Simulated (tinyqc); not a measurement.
# Threshold-voltage variability of a planar MOSFET, analytic estimates, step by step

Program tinyqc, `OMP_NUM_THREADS=1 python tinyqc.py 2090164 2090165 out.jsonl`; Intel Xeon 2.30GHz, shared host, one thread, about 0.01 s. Printed values are rounded.

Three independent sources add in quadrature: random dopants in the depleted layer, metal-gate grains of two orientations, and roughness of the two gate edges acting through the roll-off VT = VT(long) - Vr exp(-L/l). These are first-order estimates: no three-dimensional electrostatics, no percolation.

Inputs (values chosen for the exercise); material values close to those of silicon:
- T = 300 K (temperature)
- Eg = 1.11 eV (band gap)
- eps_r = 11.6 (relative permittivity of the semiconductor)
- Nc = 2.79e19 cm^-3 (conduction-band density of states at T)
- Nv = 2.69e19 cm^-3 (valence-band density of states at T)
- Na = 4.8e17 cm^-3 (channel doping)
- ti = 2.5 nm (oxide-equivalent thickness in inversion)
- L = 90 nm (gate length)
- W = 190 nm (gate width)
- G = 4 nm (metal grain size)
- dW = 0.3 eV (work-function difference of the two grain orientations)
- p = 0.5 (share of the orientation of higher work function)
- De = 1 nm (rms roughness of one gate edge)
- La = 10 nm (correlation length of the roughness)
- l = 23 nm (decay length of the threshold roll-off)
- Vr = 1.5 V (prefactor of the roll-off)
- n = 1.23 (subthreshold factor)
- gI = 15 1/V (gm/I of a matched pair)
- sb = 2.4 % (spread of the gain factor of one device)
- Nb = 65536 (number of cells)
- Y = 0.961 (wanted yield)

Constants: q = 1.602176634e-19 C, kB = 1.380649e-23 J/K, Vt = kB T/q, eps0 = 8.8541878128e-14 F/cm where lengths are in cm. Results are converted to the units shown.

## Random dopants

ni = sqrt(Nc Nv) exp(-Eg/(2 Vt)), Eg in volts; Cox = 3.9 eps0/ti; Wd = sqrt(4 eps0 eps_r Vt ln(Na/ni)/(q Na)); dopants: s1 = (q/Cox) sqrt(Na Wd/(3 L W)). The slope A1 = s1 sqrt(L W); mean number of dopants Na L W Wd.

Cox = 1.38125 uF/cm^2
Wd = 49.0545 nm
mean number of dopants = 402.639
A1 = 1.02763 mV um
s1 = 7.85848 mV

Counting alone, 1/sqrt(N) of the depletion voltage q Na Wd/Cox = 273 mV, would give sqrt(3) times more: dopants deep in the layer act less on the surface.

## Metal grains and edge roughness

Grains: Ng = L W/G^2 (at least 1), s2 = dW sqrt(p (1 - p)/Ng). Edges, with exponential correlation and u = W/La: the mean gate length has sL^2 = 2 De^2 (2/u)[1 - (1 - exp(-u))/u]; s3 = sL (Vr/l) exp(-L/l).

Ng = 1068.75
s2 = 4.58831 mV
sL = 0.446594 nm
dVT/dL = 1.30302 mV/nm
s3 = 0.581919 mV

## Total spread, mismatch and leakage

s = sqrt(s1^2 + s2^2 + s3^2). For a pair: s(dVT) = sqrt(2) s; current mismatch sqrt(2) sqrt((gI s)^2 + sb^2); input offset = current mismatch/gI. For a Gaussian VT the off current is log-normal with mean/median = exp(s^2/(2 (n Vt)^2)).

s = 9.11849 mV
s(dVT) = 12.8955 mV
current mismatch = 19.6388 %
input offset = 13.0925 mV
mean/median of Ioff = 1.04197

The dopants give 74.3 % of the variance; without them s would be 4.63 mV.

## Iteration 1: margin in standard deviations for the wanted yield

k at the start = 4

Cells fail independently with probability Q(k) = erfc(k/sqrt(2))/2 when the margin is k standard deviations, and Y = exp(-Nb Q(k)). phi = exp(-k^2/2)/sqrt(2 pi). Newton steps on ln Q(k) = ln(-ln(Y)/Nb): k(new) = k + [ln Q - ln(-ln(Y)/Nb)] Q/phi.

Q(k) = 3.16712e-5
phi = 1.33830e-4
k after iteration 1 = 4.93587

## Iteration 2: margin in standard deviations for the wanted yield

As before.

Q(k) = 3.98970e-7
phi = 2.04452e-6
k after iteration 2 = 4.85398

## Course of the iteration: margin in standard deviations for the wanted yield

Stop when k changes by less than 1e-9, or after 30 iterations.

Course of the iteration:
```
iteration        k  |change|
1          4.93587     0.936
2          4.85398    0.0819
3          4.85334   6.42e-4
4          4.85334   3.95e-8
5          4.85334         0
```

Converged in 5 iterations. At the end the number of correct digits about doubles with each step. With s(dVT) = 12.9 mV, 4.85 standard deviations are 62.6 mV.
